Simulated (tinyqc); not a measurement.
# Four-point probe at the centre of a round wafer

Four collinear probes with spacing s at the centre of a thin disc of diameter d with an insulating edge: Rs = C V/I, C = pi/{ln 2 + ln[((d/s)^2 + 3)/((d/s)^2 - 3)]}; C tends to pi/ln 2 = 4.5324. x = d/s.

Inputs (values chosen for the exercise):
- ns = 1.6e14 cm^-2 (sheet density of the layer)
- mu = 78 cm^2/(V s) (drift mobility)
- I = 1000 uA (current)

Constants: q = 1.602176634e-19 C. Results are converted to the units shown.

Four-point probe at the centre of a round wafer:
```
x        C  C over its limit  V for Rs = 1/(q ns mu) (mV)
3    2.266            0.5000                        220.7
3.5  2.633            0.5810                        189.9
4    2.929            0.6462                        170.8
5    3.362            0.7419                        148.7
7.5  3.927            0.8665                        127.3
10   4.171            0.9203                        119.9
15   4.364            0.9630                        114.6
20   4.436            0.9788                        112.7
40   4.508            0.9946                        110.9
100  4.528            0.9991                        110.4
```

C rises from 2.266 to 4.528. Using 4.5324 overstates Rs by 100 % in the first row and by under 1 % from d/s = 40 on among the rows.

Numbers from tinyqc (`OMP_NUM_THREADS=1 python tinyqc.py 2850186 2850187 out.jsonl`; about 0.01 s on one thread of a shared Intel Xeon 2.30GHz).
